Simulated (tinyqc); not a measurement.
Inside a calculation. Method: plane-wave Kohn-Sham cycle with exchange-only LDA in a layered model solid. Computed by tinyqc, a small Python program that keeps every step. Settings: points = 16, plane-wave index or count = 2, electrons = 2, k points = 3, area = 35.0, mixing = 0.3, iteration cap = 66. Command: `OMP_NUM_THREADS=1 python tinyqc.py 29247 29248 out.jsonl` (the two numbers bound the seeds that draw the settings). One thread of a shared host (Intel(R) Xeon(R) Processor @ 2.60GHz), about 0.02 s of CPU time with the checks.

A solid whose potential varies along x alone (atomic units):
```
parameter                      value
period a                   12.600000
cross-section of the cell  35.000000
electrons per cell                 2
grid points                       16
plane waves -n..n, n               2
k points                           3
V1 in V1 cos(2 pi x/a)     -0.140000
V2 in V2 cos(4 pi x/a)     -0.130000
```

Stop when sqrt(dV sum R^2) is below 1e-8, dV = a A/N.

Course of the cycle:
```
iteration  E (hartree)  norm of the residual
1          -0.43433482              1.17e-01
2          -0.33110428              6.47e-02
3          -0.30958208              1.79e-02
4          -0.30974468              1.54e-02
5          -0.30966719              1.39e-02
6          -0.30978350              1.33e-02
7          -0.30969555              1.29e-02
8          -0.30980673              1.29e-02
9          -0.30971446              1.29e-02
10         -0.30983064              1.30e-02
11         -0.30973307              1.31e-02
...                ...                   ...
56         -0.31015627              1.61e-02
57         -0.30994492              1.61e-02
58         -0.31015859              1.61e-02
59         -0.30994630              1.61e-02
60         -0.31016059              1.61e-02
61         -0.30994749              1.61e-02
62         -0.31016230              1.61e-02
63         -0.30994851              1.61e-02
64         -0.31016377              1.61e-02
65         -0.30994938              1.61e-02
66         -0.31016503              1.62e-02
```

Can the last value be used, and what does the course show?

Not by the stop rule. Not converged within 66 iterations: the residual has stopped falling: the iteration swings between two states. Reruns (cap 100 unless said): mixing 0.1: not converged; mixing 0.5, Kerker q0 1.0: converged in 48 (E = -0.30930); mixing 0.3, Pulay depth 5: converged in 19 (E = -0.30930); the original settings with a cap of 400: not converged.
